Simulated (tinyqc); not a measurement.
## Doping and barrier from two capacitances

Problem. A Schottky diode on a uniformly doped n-type layer obeys (A/C)^2 = 2 (Vbi - V - Vt)/(q eps0 eps_r Nd) in reverse bias, with phiB = Vbi + Vt ln(Nc/Nd) and image force ignored. Find Nd, Vbi and phiB.

Parameters, values chosen for the exercise; band and dielectric values close to those of 4H silicon carbide: temperature T = 400 K; relative permittivity eps_r = 9.84; conduction-band density of states at T Nc = 2.62e19 cm^-3; diode area A = 0.0036 cm^2.

Constants: q = 1.602176634e-19 C, kB = 1.380649e-23 J/K, Vt = kB T/q, eps0 = 8.8541878128e-14 F/cm where lengths are in cm. Results are converted to the units shown.

C at V = 0 and -3.9 V (pF): [201.33001, 104.23508]

Solution. The slope of (A/C)^2 against -V gives Nd, the intercept Vbi - Vt, and the Fermi-level depth Vt ln(Nc/Nd) is added for the barrier.

Nd = 6.40e16 cm^-3
Vbi = 1.46 V
phiB = 1.67 eV

Program tinyqc, `OMP_NUM_THREADS=1 python tinyqc.py 2020118 2020119 out.jsonl`; Intel Xeon 2.30GHz, shared host, one thread, about 0.05 s.
